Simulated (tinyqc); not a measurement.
Inside a calculation. Method: plane-wave Kohn-Sham cycle with exchange-only LDA in a layered model solid. One step of it, computed by the program tinyqc.

Task: Iteration 2: potential. V_H(G) = 4 pi rho(G)/G^2 for G != 0 (uniform background); v_x = -(3 rho/pi)^(1/3); V = V_ext + V_H + v_x; Fourier components f(G_m) = (1/N) sum_j f(x_j) exp(-i G_m x_j).

A solid whose potential varies along x alone (atomic units):
```
parameter                      value
period a                    5.700000
cross-section of the cell  24.000000
electrons per cell                 2
grid points                       16
plane waves -n..n, n               3
k points                           1
V1 in V1 cos(2 pi x/a)     -0.410000
V2 in V2 cos(4 pi x/a)      0.180000
```

density after iteration 1 (e/bohr^3): 0.02776287  0.02687799  0.02407707  0.01940391  0.01378745  0.00873695  0.00527123  0.00346069  0.00292469  0.00346069  0.00527123  0.00873695  0.01378745  0.01940391  0.02407707  0.02687799

Give: Potentials on the grid; V(G_m), m = 0, 1, 2, ....

Result:

Potentials on the grid (hartree):
```
x         V_ext      V_H      v_x        V
0.0000  -0.2300   0.1344  -0.2982  -0.3937
0.3563  -0.2515   0.1241  -0.2950  -0.4224
0.7125  -0.2899   0.0944  -0.2844  -0.4798
1.0688  -0.2842   0.0499  -0.2646  -0.4989
1.4250  -0.1800  -0.0020  -0.2361  -0.4182
1.7812   0.0296  -0.0528  -0.2028  -0.2260
2.1375   0.2899  -0.0944  -0.1714   0.0242
2.4937   0.5061  -0.1212  -0.1490   0.2359
2.8500   0.5900  -0.1305  -0.1408   0.3187
3.2062   0.5061  -0.1212  -0.1490   0.2359
3.5625   0.2899  -0.0944  -0.1714   0.0242
3.9188   0.0296  -0.0528  -0.2028  -0.2260
4.2750  -0.1800  -0.0020  -0.2361  -0.4182
4.6312  -0.2842   0.0499  -0.2646  -0.4989
4.9875  -0.2899   0.0944  -0.2844  -0.4798
5.3438  -0.2515   0.1241  -0.2950  -0.4224
```

V(G_m), m = 0, 1, 2, ... (hartree): -0.2278  -0.1781  0.0952  0.0000  0.0000  0.0000  0.0000
